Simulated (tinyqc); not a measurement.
## Electron mobility in a silicon inversion layer, empirical terms and Matthiessen rule: effect of the temperature

Inversion layer of sheet density Ns on a uniformly doped body. The mobility terms are empirical power laws with prefactors chosen for the exercise; adding their inverses (Matthiessen) is itself an approximation.

Nc and Nv are given at 300 K and scale as (T/300 K)^1.5; Eg is fixed. ni = sqrt(Nc Nv) exp(-Eg/(2 Vt)), Eg in volts; Ndep = sqrt(2 eps0 eps_r Nb (2 Vt ln(Nb/ni) + Vsb)/q); E = q (Ndep + eta Ns)/(eps0 eps_r), in MV/cm. With t = T/(300 K): muC = Ac (Ns/1e12 cm^-2) t/(Nb/1e17 cm^-3 + Nit/1e11 cm^-2), muP = Ap E^(-1/3) t^(-1.75), muS = As E^(-gs); 1/mu is the sum of the inverses.

Parameters, values chosen for the exercise; material values close to those of silicon:
- Eg = 1.12 eV (band gap)
- eps_r = 11.9 (relative permittivity of the semiconductor)
- Nc = 2.84e19 cm^-3 (conduction-band density of states at the reference temperature)
- Nv = 2.65e19 cm^-3 (valence-band density of states at the reference temperature)
- Nb = 6.8e16 cm^-3 (body doping)
- Vsb = 0.3 V (reverse body bias)
- eta = 0.5 (weight of the inversion charge in the effective field)
- Ap = 444 cm^2/(V s) (phonon-limited mobility at 1 MV/cm and 300 K)
- As = 628 cm^2/(V s) (roughness-limited mobility at 1 MV/cm)
- gs = 2 (exponent of the roughness term)
- Ac = 3900 cm^2/(V s) (Coulomb prefactor)
- Nit = 4.5e11 cm^-2 (charge at the interface)
- Ns = 5.5e11 cm^-2 (inversion density)

Constants: q = 1.602176634e-19 C, kB = 1.380649e-23 J/K, Vt = kB T/q, eps0 = 8.8541878128e-14 F/cm where lengths are in cm. Results are converted to the units shown.

Effect of the temperature:
```
T (K)  E (MV/cm)  muC (cm^2/(V s))  muP (cm^2/(V s))  muS (cm^2/(V s))  mu (cm^2/(V s))
120       0.2073             165.6              3729           1.461e4            156.9
160       0.2045             220.8              2264           1.501e4            198.6
200       0.2016             276.1              1540           1.546e4            230.6
250       0.1976             345.1              1049           1.609e4            255.5
300       0.1933             414.1             767.9           1.681e4            264.8
350       0.1888             483.1             591.0           1.763e4            261.9
400       0.1839             552.1             471.9           1.856e4            251.0
450       0.1788             621.1             387.6           1.964e4            235.8
```

What does the table show?

As T goes from 120 to 450 K, E falls from 0.207 to 0.179 MV/cm and mu goes from 157 through a maximum of 265 (at T = 300 K among the rows listed) to 236 cm^2/(V s). The smallest term is the Coulomb one in the first row and the phonon one in the last. Coulomb scattering weakens and phonon scattering grows with T, hence the maximum. For T = 120 to 160 K dopant freeze-out and degenerate screening, left out here, matter.

Numbers from tinyqc (`OMP_NUM_THREADS=1 python tinyqc.py 2510076 2510077 out.jsonl`; about 0.01 s on one thread of a shared Intel Xeon 2.30GHz).
